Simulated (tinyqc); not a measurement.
Worked calculation: conduction-band anticrossing with a localised impurity level. Values are carried at full precision from step to step, so a last printed digit may differ when a step is redone from the rounded ones.

Host conduction band EM(k) = Eg - al x + c k^2/mM, c = hbar^2/2m0, coupled to a flat level EI by V = C sqrt(x): H = [[EM, V], [V, EI]], E+/- = (EM + EI)/2 +/- sqrt((EM - EI)^2/4 + V^2). The host weight of a state at E is f = 1/(1 + V^2/(E - EI)^2), and its mass at k = 0 is mM/f. The gap is E-(0), the valence top staying at 0.

Constants: hbar^2/2m0 = 3.80998211 eV angstrom^2.

Inputs chosen for the exercise (host near GaAs; the results hold for these values, not for the real material): Eg = 1.529 eV (gap at Gamma to the s-like level); mM = 0.0666 m0 (mass of the host band); EI = 1.85 eV (impurity level, from the valence top of the host); C = 3.06 eV (coupling); al = 1.7 eV (linear shift of the host edge); x = 0.016 (impurity fraction); k = 0.011 1/angstrom (wave vector).

## The two levels at k = 0

Give EM, V, both levels, their host weights, the gap and the mass of the band at the gap.

EM(0) = 1.5018 eV
V = 0.3871 eV

E-, E+ (eV): 1.2515  2.1003

host weights: 0.7051  0.2949

gap = 1.2515 eV
mass of E- = 0.0945 m0

The gap is 278 meV below that of the host, 173 meV per 1 % of impurity. V/|EM - EI| = 1.11; second-order perturbation theory would shift the host level by V^2/(EM - EI) = -430 meV, the exact shift is -250 meV.

## The levels at one k

Fill in the matrix and give levels and weights.

H (eV):
```
            host  impurity
host      1.5087    0.3871
impurity  0.3871    1.8500
```

E-, E+ (eV): 1.2564  2.1024

host weights: 0.7017  0.2983

## Dispersion

Seven points from k = 0 to 0.12 1/angstrom.

Levels (eV):
```
k (1/angstrom)      EM      E-      E+  host weight of E-
0.000           1.5018  1.2515  2.1003              0.705
0.020           1.5247  1.2675  2.1072              0.694
0.040           1.5933  1.3139  2.1294              0.657
0.060           1.7077  1.3853  2.1724              0.590
0.080           1.8679  1.4718  2.2461              0.488
0.100           2.0739  1.5590  2.3649              0.361
0.120           2.3256  1.6335  2.5421              0.238
```

E- flattens towards EI = 1.85 eV, which it cannot cross: its width is bounded by 0.599 eV, of which 64 % is used up at the last point. The unmixed host band crosses EI at k = 0.0780 1/angstrom, where the splitting is smallest, 2V = 0.774 eV.

## Checks

- Closed form against diagonalisation: they agree to 1e-10 or better.
- Mass mM/f against the curvature of the band: both 0.09445.

(tinyqc, `OMP_NUM_THREADS=1 python tinyqc.py 1080134 1080135 out.jsonl`, Intel(R) Xeon(R) Processor @ 2.30GHz, 1 thread, shared host, about 0.01 s.)
